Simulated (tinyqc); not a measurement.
Velocity overshoot from momentum and energy balance equations after a field step: one step, computed by the program tinyqc. Command: `OMP_NUM_THREADS=1 python tinyqc.py 3017518 3017519 out.jsonl overshoot walk`. One thread of a shared host (Intel(R) Xeon(R) Processor @ 2.30GHz), about 0.06 s of CPU time with the checks.

At t = 0 the field jumps from 0 to F in a uniform sample. v is the drift velocity and u = w - (3/2) k_B T the excess energy per carrier.

Task: First four steps. dv/dt = e F/m - v/tau_m(u), du/dt = e F v - u/tau_E, tau_m(u) = tau_0/(1 + c u), tau_0 = m mu_0/e, c = mu_0/(e tau_E v_s^2); this choice gives the steady state v (1 + mu_0 F v/v_s^2) = mu_0 F, which saturates at v_s. Step: v_new = v + dt (e F/m - v/tau_m(u)), u_new = u + dt (e F v - u/tau_E). Start v = u = 0; the distance adds dt (v + v_new)/2.

Inputs (values chosen for the exercise, modelled on electrons in 4H-SiC except for tau_E):
```
quantity                      value   unit
energy relaxation time tau_E   0.52     ps
field after the step F          140  kV/cm
lattice temperature T           300      K
time step dt                    2.1     fs
```

Scheme: explicit Euler.

c = 3.894231 1/eV

tau_0 = 165.7930 fs

acceleration e F/m = 0.06839856 1e7 cm/s per fs

Give: Steps.

Result:

Steps:
```
step  t (fs)  v (1e7 cm/s)    u (eV)  tau_m (fs)
1        2.1        0.1436  0.000000       165.8
2        4.2        0.2855  0.000422       165.5
3        6.3        0.4255  0.001260       165.0
4        8.4        0.5637  0.002506       164.2
```

After the first step u is still 0, below the drift energy m v^2/2, because the explicit scheme uses the old v: an error of the finite time step. Caution: the excess energy exceeds 0.5 eV, where non-parabolicity, upper valleys and impact ionisation matter.
